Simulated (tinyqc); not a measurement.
Inside a calculation. Model: one electron in a tunnel-coupled double dot: charge qubit, sensing and quantum capacitance.

Numbers from tinyqc (`OMP_NUM_THREADS=1 python tinyqc.py 2470011 2470012 out.jsonl`; about 0.01 s on one thread of a shared Intel Xeon 2.30GHz). Printed values are rounded.

Basis (left, right), H = [[ep/2, tc], [tc, -ep/2]], splitting Om = sqrt(ep^2 + 4 tc^2), ep = al times the gate voltage. In equilibrium the electron is on the right with the chance P_R = [1 + (ep/Om) tanh(Om/2 kB T)]/2.

Inputs (values chosen for the exercise):
- tc = 41 ueV (tunnel coupling)
- T = 0.34 K (electron temperature)
- al = 0.11 eV/V (lever arm of the gate on the detuning)
- Cp = 0.33 pF (parasitic capacitance of the resonator)
- f0 = 631 MHz (resonator frequency)
- Q = 53 (loaded quality factor)
- se = 2.7 ueV (deviation of quasi-static detuning noise)
- ep = 142.5 ueV (detuning)

Constants: q = 1.602176634e-19 C, kB = 1.380649e-23 J/K, hbar = 1.054571817e-34 J s, h = 6.62607015e-34 J s, Vt = kB T/q. Results are converted to the units shown.

## Splitting and occupation

Also the frequency Om/h, the mixing angle arctan2(2 tc, ep) and the weight of the right dot in the ground state, (1 + ep/Om)/2.

Om = 164.409 ueV
Om/h = 39.7539 GHz
mixing angle = 29.9178 degree
ground-state weight = 0.933371
kB T = 29.2989 ueV
P_R = 0.930214

## Capacitance seen by a resonator

q^2 al^2 dP_R/d(ep) splits into Cq = q^2 al^2 (2 tc^2/Om^3) tanh(Om/2 kB T) and Ct = q^2 al^2 (ep/Om)^2/(4 kB T cosh^2(Om/2 kB T)); Ct appears only if relaxation is faster than the drive. A resonator of frequency f0, capacitance Cp and quality factor Q shifts by df = -f0 Cq/(2 Cp) and its phase by -2 Q Cq/Cp.

Cq = 1.45594 aF
Ct = 0.180403 aF
df = -1.39197 kHz
phase shift = -26.7952 millidegree

## Dephasing by charge noise

Noise in ep shifts Om by (ep/Om) d + (2 tc^2/Om^3) d^2. For Gaussian d of deviation se the spread of Om is sqrt[(ep se/Om)^2 + 2 (2 tc^2 se^2/Om^3)^2], and T2* is estimated as sqrt(2) hbar/spread; Om T2*/h counts the oscillations within T2*.

first-order spread = 2.34020 ueV
second-order spread = 0.00779947 ueV
T2* = 0.397763 ns
oscillations within T2* = 15.8126

At ep = 0 the first-order term vanishes and T2* would be 14.8 ns.
